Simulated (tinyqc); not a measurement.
From results back to parameters: shallow acceptor in the spherical four-band model. Three cases, with inputs chosen for the exercise.

Problem. The binding energy of the ground state was computed from a hidden mu.

The ground state 1S3/2 has an L = 0 part f(r) and an L = 2 part g(r). In units of Ry* and a*, with Gaussians f_i = exp(-a_i r^2), g_i = r^2 exp(-a_i r^2), A = a_i + a_j and I(n) = Gamma((n + 1)/2)/(2 A^((n + 1)/2)): S_ff = I(2), S_gg = I(6), H_ff = (6 a_i a_j/A) I(2) - 2 I(1), H_gg = (14 a_i a_j/A) I(6) - 2 I(5), H_fg = -mu [15 I(2) - 20 a_j I(4) + 4 a_j^2 I(6)]; each function is then normalised. The split-off band is left out.

Converged values use 22 exponents 2.2^i, i = -7 to 14, for f and for g.

Case 1.

Ry* = 22.240 meV
binding energy = 27.873 meV

Case 2.

Ry* = 35.567 meV
binding energy = 56.408 meV

Case 3.

Ry* = 11.931 meV
binding energy = 24.948 meV

Find: binding in Ry*; mu; heavy/light mass ratio (1 + mu)/(1 - mu).

Solution. The binding in Ry* rises steadily with mu, so bisection finds one value.

Case 1.

binding in Ry* = 1.253
mu = 0.469
heavy/light mass ratio (1 + mu)/(1 - mu) = 2.8

Case 2.

binding in Ry* = 1.586
mu = 0.629
heavy/light mass ratio (1 + mu)/(1 - mu) = 4.4

Case 3.

binding in Ry* = 2.091
mu = 0.742
heavy/light mass ratio (1 + mu)/(1 - mu) = 6.8

Computed by tinyqc, one run a case: `OMP_NUM_THREADS=1 python tinyqc.py N N+1 out.jsonl` with N = 1250796, 1250860, 1250899; one thread of a shared Intel(R) Xeon(R) Processor @ 2.30GHz, about 0.09 s a run at most.
